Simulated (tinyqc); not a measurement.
What moves the results: five-level k.p model folded onto the conduction band. A value that a table varies takes the place of the one given here.

For k along z and one spin sector the level c couples to four states. With c0 = hbar^2/2m0, P = sqrt(Ep c0), P2 = sqrt(Ep2 c0): diagonal Eg + (1 + Cm) c0 k^2 for c, and 0, -Dso, E7 + D2, E7 for lh, so, G8 up, G7 up (their own dispersion is left out); couplings of c: sqrt(2/3) P k to lh, sqrt(1/3) P k to so, sqrt(2/3) P2 k to G8 up, sqrt(1/3) P2 k to G7 up (phases chosen real).

Expanding E = H_cc + S(E) about Eg in powers of k^2, with s_n = sum_j H_cj^2/(Eg - H_jj)^n: order k^2: e2 = (1 + Cm) c0 k^2 + s1; order k^4: e4 = -s2 e2; order k^6: e6 = s3 e2^2 + s2^2 e2.

Second-order sums for the lowest conduction level at E: 1/m = 1 + Cm + (Ep/3)(2/E + 1/(E + Dso)) - (Ep2/3)(2/(E7 + D2 - E) + 1/(E7 - E)); g/2 = 1 + Cg - (Ep/3)(1/E - 1/(E + Dso)) - (Ep2/3)(1/(E7 - E) - 1/(E7 + D2 - E)). E is counted from the top of the valence band; E = Eg at the edge.

Constants: hbar^2/2m0 = 3.80998211 eV angstrom^2.

Inputs chosen for the exercise (near those of InSb; the results hold for these values, not for the real material): Eg = 0.236 eV (gap at Gamma to the s-like level); Dso = 0.824 eV (spin-orbit splitting); Ep = 23.7 eV (Kane energy); E7 = 3.13 eV (upper Gamma7 conduction level, from the valence top); D2 = 0.35 eV (its spin-orbit splitting, Gamma8 above Gamma7); Ep2 = 6.4 eV (Kane energy to the upper levels); Cm = -0.6 (remote term in 1/m); Cg = -0.02 (remote term in g/2).

## How far the series holds

Energies from Eg; Pk/Eg measures the coupling.

Levels (eV):
```
k (1/angstrom),Pk/Eg,to k^2,to k^4,to k^6,exact
0.0037,0.149,0.0038,0.0037,0.0037,0.0037
0.0085,0.342,0.0200,0.0184,0.0187,0.0186
0.0133,0.536,0.0490,0.0394,0.0432,0.0420
0.0181,0.729,0.0908,0.0578,0.0822,0.0709
0.0229,0.922,0.1454,0.0607,0.1610,0.1032
0.0277,1.115,0.2127,0.0315,0.3456,0.1378
0.0325,1.309,0.2928,-0.0505,0.7688,0.1738
0.0373,1.502,0.3856,-0.2100,1.6626,0.2108
```

How do the results move?

Within 2 % of the exact level stay: the k^2 term up to Pk/Eg = 0.15, the sum to k^4 up to Pk/Eg = 0.34, the sum to k^6 up to Pk/Eg = 0.34. In the last row the errors are +175, -421 and +1452 meV: higher orders make it worse, since the series in k^2 converges only for Pk below about Eg/2 in the two-level limit E = Eg/2 + sqrt(Eg^2/4 + P^2 k^2).

## Mass and g factor above the band edge

The sums are evaluated at E = Eg + dE, as is done for confined or hot electrons.

Results:
```
dE (meV),m(E),g(E),m(E)/m(Eg),1 + dE/Eg
0,0.0137,-50.243,1.0000,1.0000
6,0.0141,-48.667,1.0240,1.0254
14,0.0145,-46.689,1.0560,1.0593
28,0.0153,-43.528,1.1117,1.1186
42,0.0160,-40.700,1.1673,1.1780
57,0.0169,-37.985,1.2267,1.2415
85,0.0184,-33.630,1.3370,1.3602
```

What can be read from the table?

Over 85 meV the mass grows by 33.7 %, against 36.0 % for two levels alone, and g moves from -50.243 to -33.630, towards the free value 2.

## Six materials (three-level Kane formulas for mass and g factor)

1/m = 1 + (Ep/3)(2/Eg + 1/(Eg + Dso)), g = 2 - (2 Ep/3)(1/Eg - 1/(Eg + Dso)). The inputs are values chosen for the exercise.

Results:
```
case,Eg (eV),Dso (eV),Ep (eV),m (m0),g,Eg/Ep
A near InSb,0.231,0.796,23.2,0.0132,-49.895,0.0100
B near InP,1.448,0.107,20.8,0.0665,1.341,0.0696
C near ZnSe,2.844,0.393,24.5,0.1079,1.303,0.1161
D near CdTe,1.601,0.908,18.7,0.0887,-0.818,0.0856
E near GaP,2.830,0.079,31.1,0.0841,1.801,0.0910
F near Ge,0.895,0.292,26.3,0.0357,-2.819,0.0340
```

What can be read from the table?

The mass follows the gap: m/(Eg/Ep) lies between 0.92 and 1.33, while m itself spans a factor of 8.1. The order by mass differs from the order by gap. g is negative for A, D and F; it needs Ep Dso > 3 Eg (Eg + Dso). Where g is small, two larger terms cancel: 5 % in Ep moves g by (2 - g)/20, and the levels left out move it by tenths. Remote bands, left out here, make real masses heavier, by up to a half in the wider-gap crystals. All rows are for the Gamma valley, which is not the lowest one in GaP and Ge.

## What each parameter does

Mass and g at E = Eg. Each row changes one parameter from the base and keeps the others.

Results:
```
case,m (m0),g
base,0.01375,-50.2426
Eg = 0.212 eV,0.01242,-57.4739
Dso = 0.906 eV,0.01385,-51.3128
Ep = 26.07 eV,0.01247,-55.4469
E7 = 3.443 eV,0.01371,-50.2144
D2 = 0.385 eV,0.01374,-50.2566
Ep2 = 7.04 eV,0.01378,-50.2585
```

How do the results move?

The largest shifts from the base row, up to three for each result and ties (the steps differ in size, so this ranks the rows, not the parameters). m (m0): Eg -0.00133, Ep -0.00128, Dso +0.00010. g: Eg -7.2314, Ep -5.2043, Dso -1.0703.

Program tinyqc; command `OMP_NUM_THREADS=1 python tinyqc.py 1051296 1051297 out.jsonl`; about 0.01 s on one thread of a shared Intel(R) Xeon(R) Processor @ 2.30GHz.
